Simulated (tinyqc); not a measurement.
Comparisons within one model: Slater-Koster d bands of a bcc metal. A value that a table varies takes the place of the one given here.

Slater-Koster d bands. For a bond with direction cosines (l, m, n) the 5 x 5 block is dds Ps + ddp Pp + ddd (1 - Ps - Pp), the projectors on sigma, pi and delta states about the bond; for instance <xy|xy> = 3 l^2 m^2 dds + (l^2 + m^2 - 4 l^2 m^2) ddp + (n^2 + l^2 m^2) ddd, <xy|yz> = 3 l m^2 n dds + l n (1 - 4 m^2) ddp + l n (m^2 - 1) ddd and <3z2-r2|3z2-r2> = (n^2 - (l^2 + m^2)/2)^2 dds + 3 n^2 (l^2 + m^2) ddp + (3/4)(l^2 + m^2)^2 ddd. H(k) sums the blocks times cos(k.R) over the neighbours; the d level is the zero of energy; k in 2 pi/a.

Neighbours: eight at (a/2)(1,1,1) and equivalents, and six at a(1,0,0) and equivalents with the integrals times f2.

Mesh: k = f1 b1 + f2 b2 + f3 b3 with fractions (j + 1/2)/N, j = 0 to N - 1, and b = (-1,1,1), (1,-1,1), (1,1,-1) for fcc, (0,1,1), (1,0,1), (1,1,0) for bcc, unit vectors for simple cubic. The lowest Nd/10 of all levels are filled with two electrons each; the bond energy is their sum per atom.

Values chosen for the exercise (of the size met in W; not measured data): dds = -1.513 eV (dd sigma); ddp = 0.847 eV (dd pi); ddd = -0.257 eV (dd delta); f2 = 0.487 (factor on all three integrals for second neighbours); N = 10 (mesh).

## Band filling: full bands against the rectangular model

W = sqrt(12 mu2) with mu2 the mean square level on the mesh; rectangular model: Fermi level W (Nd/10 - 1/2), bond energy -W Nd (10 - Nd)/20. The Fermi level of the mesh is the highest filled level.

Per atom (eV):
```
Nd  EF, bands  bond energy, bands  EF, rectangle  bond energy, rectangle
1      -3.654              -4.082         -3.735                  -4.202
2      -3.062              -7.356         -2.802                  -7.471
3      -2.334             -10.134         -1.868                  -9.805
4      -1.043             -11.984         -0.934                 -11.206
5       0.774             -11.879          0.000                 -11.673
6       1.479             -10.683          0.934                 -11.206
7       1.941              -8.966          1.868                  -9.805
8       2.434              -6.837          2.802                  -7.471
9       3.298              -4.028          3.735                  -4.202
```

W = 9.338 eV
full width on the mesh = 10.904 eV

The bond energy is deepest at Nd = 4 (-11.984 eV); the rectangle has its minimum at 5. The two differ most at Nd = 7, by 0.840 eV or 7 % of the deepest value: the second moment fixes the parabola, and higher moments the rest. At Nd = 3 and 7 the bands give -10.134 and -8.966 eV, a skew towards less than half filling.

## Which lattice a d-band metal prefers

fcc has twelve neighbours, bcc eight and six (the six times f2), simple cubic six. The integrals of bcc and sc are scaled so that all three have the second moment of fcc, which stands for equal repulsion (structural energy difference theorem). s and p electrons are left out.

Bond energy per atom:
```
Nd  fcc (eV)  bcc - fcc (meV)  sc - fcc (meV)
1     -4.921              314            -278
2     -8.541              239             -70
3    -11.249             -187             427
4    -12.925             -599             895
5    -13.370              -35             960
6    -12.558              502             528
7    -10.660              543            -161
8     -7.969              253            -642
9     -4.373             -173            -826
```

scale factors: bcc 1.1285, sc 1.4142

mu3/mu2^1.5: fcc -0.150, bcc -0.146, sc 0.000

mu4/mu2^2: fcc 1.789, bcc 1.674, sc 2.395

largest change of a difference when N is raised to 14 = 32 meV

fcc is lowest for Nd = 6. bcc is lowest for Nd = 3, 4 and 5. sc is lowest for Nd = 1, 2, 7, 8 and 9. bcc gains most on fcc at Nd = 4 (-599 meV). A small fourth moment marks a two-peaked band, which tends to favour fillings near one half; bcc has -6 % against fcc, and at Nd = 5 it lies -35 meV from fcc (differences of a few tens of meV are within the error of the mesh; hcp is left out, and this d-only model can miss the lattice of the real metal). The third moments, from three-membered rings, skew the bands. That simple cubic wins anywhere comes from keeping d bands and equal second moments alone; no transition metal takes it. Differences below about 32 meV are within the error of this mesh, and the s and p electrons left out weigh most where the d band is nearly empty or full.

## What each integral does

Levels at Gamma, E(t2g) = (8/3) dds + (16/9) ddp + (32/9) ddd + f2 (4 ddp + 2 ddd), E(eg) = (16/3) ddp + (8/3) ddd + f2 (3 dds + 3 ddd), and W = sqrt(12 mu2), the width of a rectangular band with the same second moment mu2 = z (dds^2 + 2 ddp^2 + 2 ddd^2)/5, z = 8 + 6 f2^2. Each row changes one parameter from the base and keeps the others.

Results:
```
case              t2g (eV)  eg (eV)  W (eV)
base               -2.0430   1.2460  9.3384
dds = -1.286 eV    -1.4377   1.5777  8.5345
ddp = 0.7199 eV    -2.5166   0.5682  8.8430
ddd = -0.2185 eV   -1.8686   1.4049  9.2940
f2 = 0.56          -1.8332   0.8584  9.5630
```

The largest shifts from the base row, up to three for each result and ties (the steps differ in size, so this ranks the rows, not the parameters). t2g (eV): dds +0.6053, ddp -0.4735, f2 +0.2098. eg (eV): ddp -0.6779, f2 -0.3876, dds +0.3316. W (eV): dds -0.8040, ddp -0.4954, f2 +0.2245. The ratio of the shifts of t2g and eg names the integral: it is the ratio of the coefficients in the two formulas.

tinyqc: `OMP_NUM_THREADS=1 python tinyqc.py 1451876 1451877 out.jsonl`; about 0.05 s, one thread, shared Intel(R) Xeon(R) Processor @ 2.30GHz.
